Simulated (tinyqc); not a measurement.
# Finite-difference solution of the diffusion equation on a small grid, step by step

A worked calculation. Computed by tinyqc, a small Python program that keeps every step. Command: `OMP_NUM_THREADS=1 python tinyqc.py 3027361 3027362 out.jsonl fdiff walk`. One thread of a shared host (Intel(R) Xeon(R) Processor @ 2.30GHz), about 0.01 s of CPU time with the checks. Intermediate numbers are printed to about 7 digits and carried at full precision; extremes and crossings named in words are read from the listed rows.

dC/dt = D d2C/dx2 on nodes x_j = j dx, j = 0..11; the far end is sealed.

Inputs (values chosen for the exercise): diffusivity D = 0.081 nm^2/s; grid spacing dx = 10 nm; time step dt = 1300 s; final time t_f = 26000 s; loss velocity h = 0.00093 nm/s.

Boundary at x = 0: surface loss. Scheme: Crank-Nicolson.

start values C_j, j = 0, 1, ... (% of a reference): [77.8, 100, 67.8, 8.91, 12.3, 0, 0, 0, 0, 0, 0, 0]

## Mesh ratio and operator

The operator M acts as (M C)_j = C_(j-1) - 2 C_j + C_(j+1); at the sealed far end a mirror node gives 2 C_(N-2) - 2 C_(N-1); at j = 0, the outward flux h C_0 gives 2 C_1 - (2 + 2 h dx/D) C_0. r = D dt/dx^2.

mesh ratio r = 1.053

operator M:
```
            0          1          2          3          4          5          6          7
0   -2.229630   2.000000   0.000000   0.000000   0.000000   0.000000   0.000000   0.000000
1    1.000000  -2.000000   1.000000   0.000000   0.000000   0.000000   0.000000   0.000000
2    0.000000   1.000000  -2.000000   1.000000   0.000000   0.000000   0.000000   0.000000
3    0.000000   0.000000   1.000000  -2.000000   1.000000   0.000000   0.000000   0.000000
4    0.000000   0.000000   0.000000   1.000000  -2.000000   1.000000   0.000000   0.000000
5    0.000000   0.000000   0.000000   0.000000   1.000000  -2.000000   1.000000   0.000000
6    0.000000   0.000000   0.000000   0.000000   0.000000   1.000000  -2.000000   1.000000
7    0.000000   0.000000   0.000000   0.000000   0.000000   0.000000   1.000000  -2.000000
8    0.000000   0.000000   0.000000   0.000000   0.000000   0.000000   0.000000   1.000000
9    0.000000   0.000000   0.000000   0.000000   0.000000   0.000000   0.000000   0.000000
10   0.000000   0.000000   0.000000   0.000000   0.000000   0.000000   0.000000   0.000000
11   0.000000   0.000000   0.000000   0.000000   0.000000   0.000000   0.000000   0.000000

            8          9         10         11
0    0.000000   0.000000   0.000000   0.000000
1    0.000000   0.000000   0.000000   0.000000
2    0.000000   0.000000   0.000000   0.000000
3    0.000000   0.000000   0.000000   0.000000
4    0.000000   0.000000   0.000000   0.000000
5    0.000000   0.000000   0.000000   0.000000
6    0.000000   0.000000   0.000000   0.000000
7    1.000000   0.000000   0.000000   0.000000
8   -2.000000   1.000000   0.000000   0.000000
9    1.000000  -2.000000   1.000000   0.000000
10   0.000000   1.000000  -2.000000   1.000000
11   0.000000   0.000000   2.000000  -2.000000
```

## Amplification factors

The mode of M with eigenvalue mu has its amplitude multiplied per step by g = (1 + (1 - theta) r mu)/(1 - theta r mu), with theta = 0 explicit, 1 implicit, 1/2 Crank-Nicolson; the explicit scheme is stable for r up to 2/|mu_min|.

eigenvalues mu of M: [-4.016613, -3.940044, -3.703384, -3.330562, -2.851650, -2.305428, -1.736138, -1.189884, -0.710880, -0.337793, -0.100041, -0.007211]

factors g: [-0.3578932, -0.3494736, -0.3219952, -0.2736625, -0.2004458, -0.0965793, 0.0448902, 0.2296539, 0.4553092, 0.6980118, 0.8999279, 0.9924351]

largest stable r of the explicit scheme = 0.4979319

The smallest factor is -0.358: the shortest waves flip sign at each step while they decay.

## Time step 1

C at the start (%): [77.80, 100.00, 67.80, 8.91, 12.30, 0.00, 0.00, 0.00, 0.00, 0.00, 0.00, 0.00]

With r = D dt/dx^2: (1 - theta r M) C(new) = (1 + (1 - theta) r M) C(old); theta = 0 explicit, 1 implicit, 1/2 Crank-Nicolson.

C after step 1 (%): [74.95807, 67.59807, 53.09593, 37.35585, 13.36398, 7.08295, 1.95481, 0.53952, 0.14896, 0.04133, 0.01221, 0.00626]

## Time step 2

The formulas are those given above.

C after step 2 (%): [54.71890, 57.74725, 49.20772, 34.52111, 22.70219, 10.90881, 5.22913, 2.05563, 0.73701, 0.25236, 0.09001, 0.05227]

## All steps

The run takes n = round(t_f/dt) steps of length t_f/n. The dose is the trapezoidal sum of C dx; the error is the largest difference from exp(M D t/dx^2) C(0), the exact time evolution on the same grid.

Course of the run:
```
step  t (s)       C_1       C_6  dose (% nm)  largest error
1      1300  67.59807   1.95481     2186.758   4.880380e+00
2      2600  57.74725   5.22913     2108.368   1.727789e+00
3      3900  48.45674   8.08552     2046.839   4.724936e-01
4      5200  42.54585  10.54780     1994.017   3.420479e-01
5      6500  37.81659  12.20270     1948.065   1.659018e-01
6      7800  34.14780  13.40175     1907.138   1.335499e-01
7      9100  31.14577  14.19280     1870.222   9.213226e-02
...     ...       ...       ...          ...            ...
14    18200  19.51440  15.26761     1679.192   2.094599e-02
15    19500  18.55286  15.19284     1658.084   1.808311e-02
16    20800  17.69040  15.10368     1638.013   1.579932e-02
17    22100  16.91393  15.00502     1618.874   1.395711e-02
18    23400  16.21267  14.90023     1600.573   1.245230e-02
19    24700  15.57760  14.79166     1583.029   1.120584e-02
20    26000  15.00105  14.68090     1566.170   1.015796e-02
```

C at the end (%): [13.67473, 15.00105, 15.80597, 16.10223, 15.94667, 15.43301, 14.68090, 13.82289, 12.99060, 12.30175, 11.84894, 11.69124]

largest error at t_f = 0.01015796 %

final dose = 1566.170 % nm

final C_6 = 14.68090 %

The time-step error at the end is 0.010 on a scale of 16.1. The dose falls through the surface.

## The three schemes as the step is halved

Each run reaches t_f in n equal steps; errors are the largest difference from exp(M D t_f/dx^2) C(0). A dash marks unstable explicit runs.

Largest error at t_f (%):
```
steps n         r   explicit  implicit  Crank-Nicolson
4        5.265000          -  2.733698    6.740508e+00
8        2.632500          -  1.331887    4.443390e-01
16       1.316250          -  0.657568    1.584853e-02
32       0.658125          -  0.326918    3.973875e-03
64       0.329062  0.1623274  0.163039    9.941804e-04
128      0.164531  0.0812434  0.081422    2.485896e-04
256      0.082266  0.0406428  0.040688    6.215017e-05
```

From the last two rows, halving the step divides the error by 2.00 (explicit), 2.00 (implicit), 4.00 (Crank-Nicolson): a factor 2 marks first order in dt and 4 second order. The explicit scheme needs n of at least 43 to be stable; the other two are stable at any step.

Checks made by the program: matrix exponential against 4096 Crank-Nicolson steps (relative difference 2e-08).
